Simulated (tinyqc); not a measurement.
ESD clamp with bipolar snapback, compact model and design window: two steps of the calculation.

The drain junction multiplies the current that enters it: Igen = (M - 1)(Ic + I0), M = 1/(1 - (Vj/BV)^n). The generated holes leave through the substrate resistance and the base of the parasitic npn: Igen = Vb/Rb + Ic/be, Ic = Is exp(Vb/Vt). Terminal current I = Ic + I0 + Igen and voltage V = Vj + I Ro, per width. Isothermal, constant gain.

Values chosen for this exercise; values close to those of grounded-gate n-channel clamps: temperature T = 300 K; junction breakdown voltage BV = 7.1 V; exponent of the multiplication n = 4; current gain of the parasitic npn be = 6.9; saturation current Is = 1.8e-18 A/um; junction leakage I0 = 7e-11 A/um; substrate resistance Rb = 63000 ohm um; drain ballast and contact resistance Ro = 110 ohm um; failure current for 100 ns It2 = 11.8 mA/um; finger width Wf = 40 um; number of fingers Nf = 10; human-body-model level Lv = 2 kV; oxide breakdown voltage for 100 ns Vox = 9.1 V; supply voltage Vdd = 1.8 V.

Constants: q = 1.602176634e-19 C, kB = 1.380649e-23 J/K, Vt = kB T/q. Results are converted to the units shown.

Task 1. Base voltage at the failure current. I(Vb) = Ic (1 + 1/be) + I0 + Vb/Rb, I' = Ic (1 + 1/be)/Vt + 1/Rb; Newton steps on ln I: Vb(new) = Vb - ln(I/It2) I/I'. V follows from the introduction.

Vb at the start = 0.81 V

Wanted: I; V; I'; Vb after iteration 1.

Result 1.

I = 0.09631 mA/um
V = 4.996 V
I' = 3.244 mS/um
Vb after iteration 1 = 0.9528 V

Task 2. Design window and human-body level. Human-body model: 100 pF through 1500 ohm, peak current about (level - Vt2)/1500 ohm, decay time 150 ns. All fingers turn on before the first fails if Vt2 > Vt1; then the clamp carries Nf Wf It2, otherwise in the worst case Wf It2. Margins: Vh - 1.1 Vdd against latching in operation, Vox - max(Vt1, Vt2) for the protected oxide.

Vt1 = 7.1007733 V
Vh = 4.4419996 V
Vt2 = 5.5421695 V

Wanted: peak current; current the clamp carries; level it withstands; holding margin; oxide margin.

Result 2.

peak current = 1.3296 A
current the clamp carries = 0.47200 A
level it withstands = 0.71354 kV
holding margin = 2.4620 V
oxide margin = 1.9992 V

Uniform turn-on is not assured; the clamp fails the level. Both margins are positive.

tinyqc, about 0.01 s, one thread, Intel Xeon 2.30GHz (shared host): `OMP_NUM_THREADS=1 python tinyqc.py 2670102 2670103 out.jsonl`
